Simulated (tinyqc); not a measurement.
# Rectangular fin or nanosheet with a gate all round, subbands and threshold shift from confinement, step by step

Program tinyqc, `OMP_NUM_THREADS=1 python tinyqc.py 2350067 2350068 out.jsonl`; Intel Xeon 2.30GHz, shared host, one thread, about 0.2 s. Printed values are rounded.

Undoped body with a flat potential across it, hard walls, transport along x. Three valley pairs (g = 2 each) with the longitudinal mass along x, y or z. Non-parabolicity enters the subband edges through E (1 + al E) = gamma, so E = 2 gamma/(1 + sqrt(1 + 4 al gamma)); motion within a subband is taken as parabolic with the band-edge mass. Energies are counted from the bulk band edge.

Parameters, values chosen for the exercise; masses close to those of silicon: temperature T = 77 K; longitudinal mass ml = 0.898 m0; transverse mass mt = 0.19 m0; non-parabolicity al = 0.5 1/eV; width (along y) t = 8.1 nm; widening of the box by penetration into the insulator dl = 0.3 nm; height (along z) H = 8.1 nm.

Constants: q = 1.602176634e-19 C, kB = 1.380649e-23 J/K, hbar = 1.054571817e-34 J s, m0 = 9.1093837015e-31 kg, Vt = kB T/q, hbar^2/(2 m0) = 0.0380998212 eV nm^2. Results are converted to the units shown.

## Lowest subbands

gamma = C pi^2 [a^2/(my (t + dl)^2) + b^2/(mz (H + dl)^2)], C = hbar^2/(2 m0). List the 7 lowest, labelled by valley axis and quantum numbers, with degeneracy g and N_k: N_k = g sqrt(2 mx m0 kB T/(pi hbar^2)).

```
subband    E_k (eV)  g  N_k (cm^-1)
y1,1     0.03342451  2   2.052590e6
z1,1     0.03342451  2   2.052590e6
y2,1     0.05051107  2   2.052590e6
z1,2     0.05051107  2   2.052590e6
x1,1     0.05460619  2   4.462349e6
y3,1     0.07838723  2   2.052590e6
z1,3     0.07838723  2   2.052590e6
```

## Threshold shift

Each subband has N_k = g sqrt(2 mx m0 kB T/(pi hbar^2)); without degeneracy n = exp(EF/Vt) sum N_k exp(-E_k/Vt). Classical value Nc times t H, Nc = sum over valleys of 2 g (m m0 kB T/(2 pi hbar^2))^1.5 with m = (mx my mz)^(1/3). Threshold shift dVT = Vt ln(classical value/sum N_k exp(-E_k/Vt)). Use the subbands listed.

shares, subband y1,1 to z1,3 (%): 44.56560  44.56560  3.39356  3.39356  3.98001  0.05083  0.05083
sum N_k exp(-E_k/Vt) = 29895.98 cm^-1
Nc = 3.525082e18 cm^-3
classical value = 2.312806e6 cm^-1
dVT = 28.85376 mV

With all subbands dVT = 28.85 mV. The lowest edge lies at 33.4 meV; dVT is smaller than that, since sum N_k exp(-(E_k - E_1)/Vt) exceeds the classical value.
